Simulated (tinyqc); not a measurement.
Size effects in the resistivity of thin metal films and interconnect lines. Changing the grain-boundary reflection R. Computed by tinyqc, a small Python program. Command: `OMP_NUM_THREADS=1 python tinyqc.py 3015767 3015768 out.jsonl size sweep`. One thread of a shared host (Intel(R) Xeon(R) Processor @ 2.30GHz), about 0.01 s of CPU time with the checks.

Electrons lose their drift at surfaces (a share 1 - p of the hits) and at grain boundaries (reflection R), besides bulk scattering. The line sits in a trench with a non-conducting liner on both walls and the bottom; the spacing equals the drawn width.

Inputs (values chosen for the exercise, modelled on tungsten):

| quantity | value | unit |
|---|---|---|
| bulk resistivity rho_b | 5.08 | microohm cm |
| bulk mean free path lambda | 15.8 | nm |
| specularity p | 0.76 | - |
| drawn line width w | 22 | nm |
| grain size over metal width | 1 | - |
| aspect ratio (height over width) | 2.5 | - |
| liner thickness t | 0.5 | nm |
| line length | 1.3 | micrometre |
| permittivity of the dielectric k | 3.8 | - |

Geometry: line.

Constants: eps_0 = 8.8541878128e-12 F/m.

Method:
- Metal width w_m = w - 2t, height h_m = (aspect ratio) w - t, grain size D = (ratio) w_m.
- Mayadas-Shatzkes: alpha = (lambda/D) R/(1 - R); rho_b/rho = 1 - 3 alpha/2 + 3 alpha^2 - 3 alpha^3 ln(1 + 1/alpha).
- Fuchs-Sondheimer film: rho_b/rho = 1 - (3/(2 kappa))(1 - p) int_0^1 (s - s^3)(1 - exp(-kappa/s))/(1 - p exp(-kappa/s)) ds, f = rho/rho_b, kappa = thickness/lambda, 80 Gauss-Legendre points.
- Line: the excess of a film of thickness w_m and of a film of thickness h_m are added, rho/rho_b = 1 + (f(w_m) - 1) + (f(h_m) - 1), an estimate that holds best when both sides exceed lambda.
- Total: rho = rho_b [1 + surface excess + grain excess]; resistance per length rho/(w_m h_m); capacitance per length C = 2 k eps_0 (aspect ratio + 1/2), a parallel-plate estimate for two neighbours plus a fixed term for the planes above and below; delay 0.38 R C L^2; effective resistivity per drawn area.

One run for each value:

| grain-boundary reflection R | resistivity rho (microohm cm) | rho/rho_b from grains | alpha |
|---|---|---|---|
| 0.05 | 5.87 | 1.059 | 0.040 |
| 0.16 | 6.63 | 1.207 | 0.143 |
| 0.26 | 7.49 | 1.377 | 0.264 |
| 0.37 | 8.73 | 1.621 | 0.442 |
| 0.48 | 10.48 | 1.965 | 0.695 |
| 0.59 | 13.14 | 2.489 | 1.083 |
| 0.69 | 17.18 | 3.284 | 1.675 |
| 0.80 | 26.25 | 5.070 | 3.010 |

Over the rows, resistivity rho (microohm cm) rises from 5.87 to 26.2 (exponent d ln y / d ln x 0.10 between the first rows and 2.9 between the last); rho/rho_b from grains rises from 1.06 to 5.07 (exponent d ln y / d ln x 0.11 between the first rows and 2.9 between the last); alpha rises from 0.0396 to 3.01 (exponent d ln y / d ln x 1.1 between the first rows and 4.0 between the last).

Extremes, crossings and ranges named in words are read from the listed rows.
